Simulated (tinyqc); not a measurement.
Switching kinetics of a ferroelectric film and the memory window of a ferroelectric gate stack: one step, computed by the program tinyqc.

Fields in MV/cm; 1 microcoulomb/cm^2 over eps_0 is 11.29409 MV/cm. In the stack (metal, ferroelectric, interlayer, channel) the channel is taken as a conductor.

Question. The hysteresis loop. Saturated branches: P(E) = P_s tanh[(E -/+ E_c)/(2 delta)], delta = E_c/ln[(1 + P_r/P_s)/(1 - P_r/P_s)]; D = P + eps_0 eps_F E.

Inputs (values chosen for the exercise, for a model hafnia-based film): saturation polarisation P_s = 25 microcoulomb/cm^2; ratio P_r/P_s = 0.92; coercive field E_c = 1.6 MV/cm; permittivity of the ferroelectric eps_F = 31.

Give: delta; P on both branches (microcoulomb/cm^2) at E/E_c = -3, -2, -1, -0.5, 0, 0.5, 1, 1.5, 2, 3; peak differential permittivity eps_F + P_s/(2 delta eps_0).

Answer.

delta = 0.50345 MV/cm

P on both branches (microcoulomb/cm^2) at E/E_c = -3, -2, -1, -0.5, 0, 0.5, 1, 1.5, 2, 3:
```
E (MV/cm)  rising branch  falling branch
-4.8             -25.000         -24.913
-3.2             -24.996         -23.000
-1.6             -24.913           0.000
-0.8             -24.578          16.524
0.0              -23.000          23.000
0.8              -16.524          24.578
1.6                0.000          24.913
2.4               16.524          24.982
3.2               23.000          24.996
4.8               24.913          25.000
```

peak differential permittivity eps_F + P_s/(2 delta eps_0) = 311.42
